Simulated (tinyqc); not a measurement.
Hubbard chain of 4 sites, step by step. Computed by tinyqc, a small Python program that keeps every step. Settings: hopping = 1.58, U = 5.7, mixing = 1, iteration cap = 89. Command: `OMP_NUM_THREADS=1 python tinyqc.py 28261 28262 out.jsonl` (the two numbers bound the seeds that draw the settings). One thread of a shared host (Intel(R) Xeon(R) Processor @ 2.60GHz), about 0.2 s of CPU time with the checks. Later iterations appear only in the table of the cycle.

## Mean-field iteration 1

one-body matrix (hopping and site energies) (eV), order 1, 2, 3, 4:
```
[[-1.000000, -1.580000, 0.000000, 0.000000],
 [-1.580000, 0.860000, -1.580000, 0.000000],
 [0.000000, -1.580000, 0.030000, -1.580000],
 [0.000000, 0.000000, -1.580000, 0.900000]]
```

U = 5.700000 eV

electrons, up and down: [2, 2]

mixing = 1

n(up) at the start (a guess, not normalised): [0.800000, 0.200000, 0.800000, 0.200000]

n(down) at the start (a guess): [0.200000, 0.800000, 0.200000, 0.800000]

H(up) = T + U n(down), H(down) = T + U n(up); fill the lowest levels; n(new) = n + mixing (n(out) - n); E = tr T (rho up + rho down) + U sum n_up n_down of the output.

levels, up (eV): [-0.497274, 0.470165, 5.630178, 6.586931]

levels, down (eV): [0.333050, 1.608919, 4.209933, 6.038098]

energy = -1.677404 eV

n(up) after iteration 1: [0.940185, 0.123608, 0.855810, 0.080397]

n(down) after iteration 1: [0.236210, 0.706250, 0.225211, 0.832330]

## Mean-field iteration 2

As before.

levels, up (eV): [-0.396933, 0.626602, 5.492073, 6.468258]

levels, down (eV): [0.097149, 1.132827, 4.769967, 6.190057]

energy = -1.761347 eV

n(up) after iteration 2: [0.927432, 0.149956, 0.845226, 0.077386]

n(down) after iteration 2: [0.137762, 0.794748, 0.173766, 0.893724]

## Convergence

Each step fills the lowest levels of T + U n(other spin) and sets n(new) = n + mixing (n(out) - n); stop when output and input agree to 1e-8.

Course of the cycle:
```
iteration       E (eV)  largest |n(out) - n(in)|  mean |n_up - n_down|
1          -1.67740396                  1.40e-01              0.667287
2          -1.76134655                  9.84e-02              0.730565
3          -1.77845221                  3.13e-02              0.744733
4          -1.78154921                  1.84e-02              0.755653
5          -1.78205466                  5.34e-03              0.757964
6          -1.78213346                  2.87e-03              0.759655
7          -1.78214548                  8.11e-04              0.760010
8          -1.78214730                  4.30e-04              0.760266
9          -1.78214758                  1.22e-04              0.760319
10         -1.78214762                  6.46e-05              0.760358
11         -1.78214762                  1.83e-05              0.760366
12         -1.78214762                  9.70e-06              0.760372
13         -1.78214762                  2.75e-06              0.760373
14         -1.78214762                  1.46e-06              0.760374
15         -1.78214762                  4.15e-07              0.760374
16         -1.78214762                  2.20e-07              0.760374
17         -1.78214762                  6.25e-08              0.760374
18         -1.78214762                  3.31e-08              0.760374
19         -1.78214762                  9.42e-09              0.760374
```

local moments n_up - n_down: [0.812580, -0.683279, 0.708169, -0.837470]

Converged in 19 iterations. Before convergence this energy mixes input and output and is not variational, so it may rise towards its limit.

## Exact diagonalisation (36 states)

Lowest levels of the sector, and the double occupancy of the lowest state.

lowest levels (eV): [-2.625914, -1.653656, -0.733959, -0.270243, 0.293776, 0.790000]

double occupancy per site = 0.104102

The mean-field solution above lies 0.8438 eV above the exact energy.

## The lowest level by Lanczos steps

From a random start vector (not printed): a_j = <q_j|H|q_j>, b_j = norm of the remainder after orthogonalising; the Ritz value is the lowest eigenvalue of the tridiagonal matrix of a and b so far.

Lanczos:
```
j   a_j (eV)  b_j (eV)  lowest Ritz value (eV)
1   4.357997  5.709338              4.35799677
2   7.662885  5.524041              0.06677923
3   5.877681  5.127144             -1.71855528
4   9.741796  5.226876             -2.30853155
5   8.020895  3.981379             -2.49631579
6   5.311545  4.587319             -2.55495480
7   6.248954  4.020867             -2.59180181
8   6.386008  4.443349             -2.60939156
9   6.045678  3.892363             -2.61968162
10  7.063655  4.265304             -2.62375776
```
